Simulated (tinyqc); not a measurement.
What moves the results: hydrogenic donor in a hard-walled well (variational). A value that a table varies takes the place of the one given here.

Trial function cos(pi z/L) exp(-r/lam), r measured from the donor at zi, walls at +/- L/2, one eps everywhere. Counted from the lowest subband, E(lam) = c/(m lam^2) - (q/eps) I0/I1, with I0 the integral of cos^2(pi z/L) exp(-2|z - zi|/lam) over the well and I1 the same with the factor (|z - zi| + lam/2); c = hbar^2/2m0, q = e^2/(4 pi eps0). The binding energy is -E at the minimum.

Constants: hbar^2/2m0 = 3.80998211 eV angstrom^2; e^2/(4 pi eps0) = 14.39964547 eV angstrom; Ry = 13.60569312 eV.

Inputs chosen for the exercise (near those of GaN; not measured data): m = 0.205 m0 (mass); eps = 9.2 (dielectric constant); Ls = (4, 12, 23, 45, 77, 158, 366) angstrom (widths); L = 30 angstrom (well width); zi = 10 angstrom (position of the donor from the centre).

## Width of the well

Ry* = 32.9533 meV
a* = 23.748 angstrom

Donor at the centre and at the wall (zi = L/2).

Binding:
```
L (angstrom)   L/a*  centre (meV)  in Ry*  wall (meV)  in Ry*  centre/wall
4              0.17        111.92   3.396       85.73   2.601         1.31
12             0.51         90.51   2.746       56.64   1.719         1.60
23             0.97         74.98   2.275       41.11   1.247         1.82
45             1.89         59.41   1.803       28.27   0.858         2.10
77             3.24         48.82   1.482       20.56   0.624         2.38
158            6.65         38.99   1.183       13.53   0.411         2.88
366           15.41         34.28   1.040        9.54   0.290         3.59
```

What can be read from the table?

At the centre the binding falls from 3.40 to 1.04 Ry*, between the limits 4 and 1. At the wall it falls from 2.60 to 0.29 Ry*, towards 1/4: the wall forces a node through the donor, as in a 2p state. With this trial function, which underbinds wall donors by about a tenth, the wall donor drops below the bulk value between 23 and 45 angstrom. The ratio grows from 1.31 to 3.59. Widths under about 15 angstrom lie outside envelope theory and serve only to show the limit.

## Position of the donor

Fixed width; zi from the centre to the wall.

Binding:
```
2 zi/L  zi (angstrom)  lam (angstrom)  binding (meV)  in Ry*
0.0               0.0            20.3          68.63   2.083
0.2               3.0            20.8          66.03   2.004
0.4               6.0            22.3          59.03   1.791
0.6               9.0            25.4          49.97   1.516
0.8              12.0            29.7          41.71   1.266
0.9              13.5            32.0          38.39   1.165
1.0              15.0            34.2          35.60   1.080
```

What does this show, and why?

Uniform doping spreads the level over 33.03 meV, from 68.63 at the centre to 35.60 at the wall, while lam grows by 68 %. The slope is flat at the centre, which gives a peak in the density of donor states there, and steepest between 2 zi/L = 0.4 and 0.6.

## What each parameter does

The minimum over lam; Ry* = Ry m/eps^2. Each row changes one parameter from the base and keeps the others.

Results:
```
case             binding (meV)  lam (angstrom)  binding/Ry*
base                     47.02            26.7        1.427
m = 0.246 m0             51.98            23.3        1.314
eps = 10.1               40.67            28.7        1.487
L = 39 angstrom          48.63            25.2        1.476
zi = 5 angstrom          61.73            21.7        1.873
```

What can be read from the table?

The largest shifts from the base row, up to three for each result and ties (the steps differ in size, so this ranks the rows, not the parameters). binding (meV): zi +14.71, eps -6.35, m +4.96. lam (angstrom): zi -5.1, m -3.4, eps +1.9. binding/Ry*: zi +0.447, m -0.112, eps +0.061.

tinyqc: `OMP_NUM_THREADS=1 python tinyqc.py 1281264 1281265 out.jsonl`; about 0.03 s, one thread, shared Intel(R) Xeon(R) Processor @ 2.30GHz.
